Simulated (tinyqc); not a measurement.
# Inputs raised by 10 %, one at a time

Model: ion-assisted plasma etching: sheath, surface coverage, synergy and aspect-ratio dependence. Computed by tinyqc, a small Python program. Command: `OMP_NUM_THREADS=1 python tinyqc.py 3003259 3003260 out.jsonl etch sens`. One thread of a shared host (Intel(R) Xeon(R) Processor @ 2.30GHz), about 0.01 s of CPU time with the checks.

Radicals adsorb on bare sites; ions remove covered sites with a high yield and bare sites by sputtering; a slow spontaneous reaction acts everywhere, walls included.

Inputs (values chosen for the exercise, close to those used for silicon in a halogen plasma): plasma density n_e = 8.4e+10 1/cm^3; electron temperature T_e = 3.5 eV; ion mass M_i = 71 u; sheath voltage V = 60 V; radical density n = 4.2e+13 1/cm^3; radical mass M_n = 35.5 u; gas temperature T_g = 500 K; sticking coefficient s = 0.66; radicals per removed unit x = 2; yield slope b = 0.24 eV^(-1/2); threshold E_th = 4.2 eV; sputter slope b_p = 0.016 eV^(-1/2); sputter threshold E_p = 39 eV; spontaneous reaction probability k_c = 0.00063; solid density N = 5e+22 1/cm^3; ion temperature T_i = 0.5 eV; aspect ratio A = 23.

Feature: long trench.

Constants: e = 1.602176634e-19 C; u = 1.6605390666e-27 kg; k_B = 1.380649e-23 J/K; eps_0 = 8.8541878128e-12 F/m.

Method:
- Bohm speed u_B = sqrt(e T_e/M_i); ion flux G_i = 0.61 n_e u_B; radical flux G_n = n c/4 with c = sqrt(8 k_B T_g/(pi M_n)).
- Debye length lambda_D = sqrt(eps_0 T_e/(e n_s)) with n_s = 0.61 n_e, T_e in volts; Child-law sheath d = (sqrt2/3) lambda_D (2 V/T_e)^(3/4); ion energy E = V + T_e/2; angular spread = arctan(sqrt(T_i/E)).
- Yields: Y = b (sqrt(E) - sqrt(E_th)) on covered sites, Y_p = b_p (sqrt(E) - sqrt(E_p)) on bare ones (zero below threshold).
- Steady coverage: s G_n (1 - theta) = x Y G_i theta; removal flux = Y G_i theta + Y_p G_i (1 - theta) + k_c G_n; rate = flux/N, 1 cm/s = 6e8 nm/min.
- Lateral rate = k_c G_n/N; anisotropy = 1 - lateral/vertical; synergy = vertical/(ions alone + radicals alone), with ions alone Y_p G_i/N and radicals alone the lateral rate.
- Transmission of a long trench, rough form: K = (1 + ln(1 + A))/(1 + A + ln(1 + A)), walls that scatter diffusely without loss. With a loss probability S = s (1 - theta) at the floor, G_b/G_n = K/(K + S - K S); theta follows G_b, and the two are solved together. Ions are taken to reach the floor unshadowed; G_b replaces G_n in every term of the rate; A is depth over width.

Runs:
```
input moved                              from        to  vertical rate (nm/min)  coverage theta  rate at the floor (nm/min)  sheath thickness (um)
base run                                    -         -                   177.3          0.9239                       171.5                  410.4
electron temperature T_e (eV)             3.5      3.85                   185.4          0.9204                       178.9                  400.7
radical density n (1/cm^3)            4.2e+13  4.62e+13                   178.9          0.9304                       173.9                  410.4
sticking coefficient s                   0.66     0.726                   178.5          0.9304                       173.0                  410.4
yield slope b (eV^(-1/2))                0.24     0.264                   193.2          0.9170                       185.8                  410.4
spontaneous reaction probability k_c  0.00063  0.000693                   177.8          0.9239                       171.9                  410.4
aspect ratio A                             23      25.3                   177.3          0.9239                       171.0                  410.4
gas temperature T_g (K)                   500       550                   178.1          0.9272                       172.8                  410.4
```

Exponents ln(y'/y) / ln(x'/x):
```
input                                 vertical rate  coverage theta  rate at the floor  sheath thickness
electron temperature T_e                      0.469          -0.040              0.439             -0.25
radical density n                             0.095           0.073              0.145              0.00
sticking coefficient s                        0.070           0.073              0.090              0.00
yield slope b                                 0.899          -0.080              0.837              0.00
spontaneous reaction probability k_c          0.026           0.000              0.019              0.00
aspect ratio A                                0.000           0.000             -0.034              0.00
gas temperature T_g                           0.048           0.037              0.074              0.00
```

To which inputs is each result most sensitive?

Among the inputs moved here: vertical rate answers most in size to yield slope b (exponent +0.899), next to electron temperature T_e (+0.469); its exponent is below 0.0005 for aspect ratio A. coverage theta answers most in size to yield slope b (exponent -0.080), next to radical density n (+0.073); its exponent is below 0.0005 for spontaneous reaction probability k_c, aspect ratio A. rate at the floor answers most in size to yield slope b (exponent +0.837), next to electron temperature T_e (+0.439). Sheath thickness answers most in size to electron temperature T_e (exponent -0.250); its exponent is below 0.0005 for radical density n, sticking coefficient s, yield slope b, spontaneous reaction probability k_c, aspect ratio A, gas temperature T_g. Its exponent -0.250 in electron temperature T_e: lambda_D grows as T_e^(1/2) and the voltage factor falls as T_e^(-3/4).

Caution (all rows): at this aspect ratio many ions strike the walls, so ion shadowing, left out here, adds to the lag. Caution (all rows): the trench transmission is an interpolation between the limits 1 and ln(A)/A, good to tens of per cent.
